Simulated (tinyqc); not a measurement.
# Strained Delta valleys, repopulation and conductivity mass: mobility against stress

A cubic crystal with three pairs of conduction valleys along x, y and z under uniaxial stress X along [110] (X > 0 is tension); current along [-110]. Non-degenerate electrons, fixed total density, one relaxation time for all valleys and stresses, masses unchanged by strain, so the mobility goes as the mean inverse mass.

Stress s_ij = X a_i a_j with a the unit vector along [110]; strain e_ii = s11 s_ii + s12 (s_jj + s_kk), e_ij = s44 s_ij/2. Valley shift dE = Xu (n.e.n - trace(e)/3) with n the valley axis; share f proportional to exp(-dE/Vt). Inverse mass along the current d = [-110]: (n.d)^2/ml + (1 - (n.d)^2)/mt; mu/mu0 = sum f (1/m) over the plain mean of 1/m. The linear estimate is 1 - pi X with pi the small-stress slope -d(mu/mu0)/dX.

Parameters, values chosen for the exercise; values close to those of silicon: temperature T = 300 K; compliance s11 = 7.73 1/TPa; compliance s12 = -2.2 1/TPa; compliance s44 = 12.9 1/TPa; shear deformation potential Xu = 8.73 eV; longitudinal mass ml = 0.881 m0; transverse mass mt = 0.186 m0.

Constants: q = 1.602176634e-19 C, kB = 1.380649e-23 J/K, Vt = kB T/q. Results are converted to the units shown.

Mobility against stress:
```
X (MPa),splitting (meV),largest share,mu/mu0,linear estimate
25,1.084,0.3427,1.005,1.005
50,2.167,0.3522,1.010,1.010
100,4.334,0.3716,1.020,1.020
200,8.669,0.4115,1.042,1.040
400,17.34,0.4944,1.086,1.080
700,30.34,0.6179,1.152,1.140
1000,43.34,0.7278,1.211,1.199
1500,65.02,0.8608,1.282,1.299
2500,108.4,0.9706,1.341,1.498
```

What does the table show?

The ratio mu/mu0 rises from 1.01 to 1.34; pi = -19.9e-11 1/Pa. The linear estimate of the change is 0.9932 times the computed change in the first row and 1.46 times it in the last: once the splitting is several Vt (Vt = 25.9 meV) the upper valleys are nearly empty and little is left to move. At X = 2500 MPa the stress passes 1.5 GPa, where intervalley scattering and masses change too.

Range of the model: Shear strain also changes the transverse masses of these valleys, which is left out.

tinyqc, about 0.01 s, one thread, Intel Xeon 2.30GHz (shared host): `OMP_NUM_THREADS=1 python tinyqc.py 2530111 2530112 out.jsonl`
